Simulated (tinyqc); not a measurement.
Haynes-Shockley experiment: drift, diffusion and decay of a minority-carrier pulse: one step, computed by the program tinyqc. Command: `OMP_NUM_THREADS=1 python tinyqc.py 3111404 3111405 out.jsonl haynes walk`. One thread of a shared host (Intel(R) Xeon(R) Processor @ 2.30GHz), about 0.02 s of CPU time with the checks.

A thin sheet of excess carriers is made at x = 0, t = 0 in a long uniform bar; injection is low, so the pulse moves with the minority mobility.

Problem. Shape in time. dn(x, t) = N0/sqrt(4 pi D t) exp(-(x - v t)^2/(4 D t) - t/tau). Times are 0.7, 0.8, 0.9, 0.95, 1, 1.05, 1.1, 1.2 and 1.4 t_p.

Inputs (values chosen for the exercise, modelled on electrons in p-type germanium in a lightly doped bar):
```
quantity                       value         unit
lifetime tau                     340  microsecond
temperature T                    300            K
distance d to the collector     0.72           cm
injected sheet density N0    2.2e+10       1/cm^2
```

time of the peak t_p = 31.98315 microsecond

D = 101.3398 cm^2/s

drift velocity v = 22344 cm/s

peak density = 9.900299e+10 1/cm^3

Give: the table «Signal at d» with the columns t (microsecond), dn (1/cm^3), dn/peak, for t/t_p = 0.70, 0.80, 0.90, 0.95, 1.00, 1.05, 1.10, 1.20, 1.40.

Solution.

Signal at d:
```
t/t_p  t (microsecond)  dn (1/cm^3)  dn/peak
0.70             22.39    5.960e+08    0.006
0.80             25.59    1.356e+10    0.137
0.90             28.78    6.366e+10    0.643
0.95             30.38    8.917e+10    0.901
1.00             31.98    9.900e+10    1.000
1.05             33.58    9.007e+10    0.910
1.10             35.18    6.899e+10    0.697
1.20             38.38    2.634e+10    0.266
1.40             44.78    1.059e+09    0.011
```

At 0.9 and 1.1 t_p the signal is 0.643 and 0.697 of its peak: the trailing side is the wider one.
